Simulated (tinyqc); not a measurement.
Worked calculation: one-electron ion in a basis of Gaussians. One step of it, computed by the program tinyqc.

Question. Matrices over normalised Gaussians. With p = a_i + a_j and I(k) = Gamma((k+1)/2) / (2 p^((k+1)/2)): S = I(2l+2), T = (2l+3) a_i a_j S / p, V = -Z I(2l+1), each divided by sqrt(S_ii S_jj).

exponents of r^l exp(-a r^2) (1/bohr^2): 0.128900  0.503800  1.969000

Z = 3

l = 1

Give: S; T; V.

Answer.

S:
```
,1,2,3
1,1.000,0.582,0.160
2,0.582,1.000,0.582
3,0.160,0.582,1.000
```

T (hartree):
```
,1,2,3
1,0.322,0.299,0.097
2,0.299,1.260,1.168
3,0.097,1.168,4.923
```

V (hartree):
```
,1,2,3
1,-1.146,-1.045,-0.523
2,-1.045,-2.265,-2.067
3,-0.523,-2.067,-4.478
```
